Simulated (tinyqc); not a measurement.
Starting guesses with DIIS over 6 matrices: SCF starting guesses in the 6-31g basis, for H3, spin multiplicity 2. Computed by the program tinyqc with PySCF. 

Geometry (angstrom):
```
atom       x       y        z
H     0.0000  0.0000   0.0000
H     0.0000  0.0000   1.4210
H     0.0000  1.3020  -0.5700
```

lowest solution found by these runs and by PySCF with stability checks = -1.538181 hartree

UHF with one setting changed at a time; a run stops when the energy changes by less than 1e-09 hartree and the error matrix is below 1e-5. Starts: the lowest orbitals of the core Hamiltonian, of the Wolfsberg-Helmholz matrix (K = 1.75), projected atomic densities, random orbitals, and the highest orbitals of the core Hamiltonian (a deliberately bad start).

Largest element of the error matrix X^T (FDS - SDF) X:
```
iteration     core  Wolfsberg-Helmholz  atomic densities   random  highest core orbitals
1          1.2e-01             1.2e-01           7.8e-02  2.7e-01                9.7e-02
2          2.4e-02             2.3e-02           2.7e-02  7.5e-02                1.0e-01
3          1.3e-02             1.3e-02           2.0e-02  3.6e-02                5.7e-02
4          5.3e-03             4.2e-03           8.9e-03  1.9e-02                1.9e-02
5          7.0e-04             7.4e-04           1.7e-03  1.0e-02                8.9e-03
6          2.4e-04             2.0e-04           9.5e-04  1.7e-03                1.4e-03
8          7.4e-06             4.7e-06           8.4e-06  1.0e-04                1.3e-04
10         2.0e-07                   -                 -  8.9e-06                2.6e-06
```

How each run ends:
```
run                    iterations  E (hartree)         state
core                           10    -1.538181  lowest found
Wolfsberg-Helmholz              9    -1.538181  lowest found
atomic densities                9    -1.538181  lowest found
random                         12    -1.538181  lowest found
highest core orbitals          11    -1.538181  lowest found
```

5 of 5 runs reach the lowest solution found, in 9 to 12 iterations (fastest: Wolfsberg-Helmholz, atomic densities). The first errors are 1e-01, 1e-01, 8e-02, 3e-01, 1e-01.
